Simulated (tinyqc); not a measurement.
Worked calculation: RHF in the sto-3g basis, for H3+, spin multiplicity 1. One step of it, computed by the program tinyqc.

Question. Iteration 1: building the Fock matrix. J_ij = sum D_kl (ij|kl), K_ij = sum D_kl (ik|jl); F = H + J - 0.5 K; E = tr D H + tr D J / 2 - 0.25 tr D K + E_nn.

D at the start, order 1H 1s, 2H 1s, 3H 1s:
```
[[0.401535, 0.401245, 0.401534],
 [0.401245, 0.400955, 0.401244],
 [0.401534, 0.401244, 0.401533]]
```

core Hamiltonian H = T + V (hartree), order 1H 1s, 2H 1s, 3H 1s:
```
[[-1.262191, -0.573027, -0.573410],
 [-0.573027, -1.262047, -0.573026],
 [-0.573410, -0.573026, -1.262190]]
```

Two-electron integrals (ij|kl) in chemists' order, unique and non-zero (hartree):
```
(11|11) 0.774606   (21|11) 0.186800   (21|21) 0.064630   (22|11) 0.386800
(22|21) 0.186800   (22|22) 0.774606   (31|11) 0.186954   (31|21) 0.055844
(31|22) 0.137189   (31|31) 0.064726   (32|11) 0.137128   (32|21) 0.055809
(32|22) 0.186800   (32|31) 0.055844   (32|32) 0.064630   (33|11) 0.386923
(33|21) 0.137128   (33|22) 0.386800   (33|31) 0.186954   (33|32) 0.186800
(33|33) 0.774606
```

nuclear repulsion = 1.20373877 hartree

Give: Coulomb J; exchange K; Fock matrix F; total energy of this density.

Answer.

Coulomb J (hartree), order 1H 1s, 2H 1s, 3H 1s:
```
[[1.0316, 0.3465, 0.3468],
 [0.3465, 1.0312, 0.3465],
 [0.3468, 0.3465, 1.0316]]
```

exchange K (hartree), order 1H 1s, 2H 1s, 3H 1s:
```
[[0.7078, 0.5084, 0.5087],
 [0.5084, 0.7071, 0.5084],
 [0.5087, 0.5084, 0.7078]]
```

Fock matrix F (hartree), order 1H 1s, 2H 1s, 3H 1s:
```
[[-0.5845, -0.4808, -0.4810],
 [-0.4808, -0.5844, -0.4808],
 [-0.4810, -0.4808, -0.5845]]
```

total energy of this density = -1.176989 hartree

This density is the starting one.
